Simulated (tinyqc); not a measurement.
# Surface Green function of a dimerised chain, Sancho-Rubio decimation: densities of states against energy

A semi-infinite lead of cells 0, 1, 2, ... with H0 inside a cell and H1 = <cell i|H|cell i + 1>. Cell A, B with A at the surface; -t1 joins A and B, -t2 joins B to the next A. z = E + i eta.

Start with e_s = e = H0, a = H1, b = H1^dagger. Each round: g = (z - e)^(-1); e_s <- e_s + a g b; e <- e + a g b + b g a; a <- a g a; b <- b g b (all with the old a, b). Round k joins cells 2^k apart. Stop when the largest entry of the matrices a and b is below 1e-12 eV; g_s = (z - e_s)^(-1), bulk (z - e)^(-1), density of states -Im Tr/pi. Here eta = 0.002 eV. Open modes are the crossings of E with the bands of H0 + H1 exp(ik) + H1^dagger exp(-ik) for 0 < k < pi.

H0 (eV):

|  | A | B |
|---|---|---|
| A | 0 | -3.33 |
| B | -3.33 | 0 |

H1 (eV):

|  | A | B |
|---|---|---|
| A | 0 | 0 |
| B | -2.7 | 0 |

Densities of states against energy:

| E (eV) | open modes | rounds | surface (1/eV) | bulk (1/eV) |
|---|---|---|---|---|
| -6.63 | 0 | 6 | 1.688e-4 | 4.057e-4 |
| -5.43 | 1 | 15 | 0.2077 | 0.2444 |
| -4.22 | 1 | 15 | 0.2421 | 0.1495 |
| -3.02 | 1 | 16 | 0.2030 | 0.1247 |
| -1.81 | 1 | 16 | 0.1524 | 0.1181 |
| -0.6 | 0 | 9 | 0.001108 | 0.01186 |
| 0 | 0 | 8 | 2.250e-4 | 3.352e-4 |
| 0.6 | 0 | 9 | 0.001108 | 0.01186 |
| 1.81 | 1 | 16 | 0.1524 | 0.1181 |
| 3.02 | 1 | 16 | 0.2030 | 0.1247 |
| 4.22 | 1 | 15 | 0.2421 | 0.1495 |
| 5.43 | 1 | 15 | 0.2077 | 0.2444 |
| 6.63 | 0 | 6 | 1.688e-4 | 4.057e-4 |

The bands of the infinite lead run over -6.03 to -0.630, 0.630 to 6.03 eV. The rounds lie between 6 and 16, 7.6 on average outside the bands and 15.5 inside. The surface density of states is largest at E = -4.22 and 4.22 eV among the rows (0.242 1/eV, bulk 0.149).

Program tinyqc, `OMP_NUM_THREADS=1 python tinyqc.py 2680006 2680007 out.jsonl`; Intel Xeon 2.30GHz, shared host, one thread, about 0.04 s.
